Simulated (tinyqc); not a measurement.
# Insulator thickness and V0 from two charges

Question. In an undoped wire Vg - V0 = Q/Cox + Vt ln(Q/Q0) + Vt ln(1 + Q/Q0) at the source, with Q0 = 4 eps0 eps_r Vt/R and Cox = eps0 eox/(R ln(1 + tox/R)). Find Cox, tox and V0.

Inputs (values chosen for the exercise); material values those of a made-up semiconductor:
- T = 273 K (temperature)
- eps_r = 12.2 (relative permittivity of the semiconductor)
- eox = 9.31 (relative permittivity of the gate insulator)
- R = 20 nm (wire radius)

Constants: q = 1.602176634e-19 C, kB = 1.380649e-23 J/K, Vt = kB T/q, eps0 = 8.8541878128e-14 F/cm where lengths are in cm. Results are converted to the units shown.

Qs at Vg = 0.71 and 1.11 V (nC/cm^2): 321.97669  871.99305

Solution. The two equations are linear in 1/Cox and V0; tox follows by inverting the logarithm.

Cox = 1.55 uF/cm^2
tox = 6.10 nm
V0 = 0.412 V

tinyqc, about 0.02 s, one thread, Intel Xeon 2.30GHz (shared host): `OMP_NUM_THREADS=1 python tinyqc.py 2460164 2460165 out.jsonl`
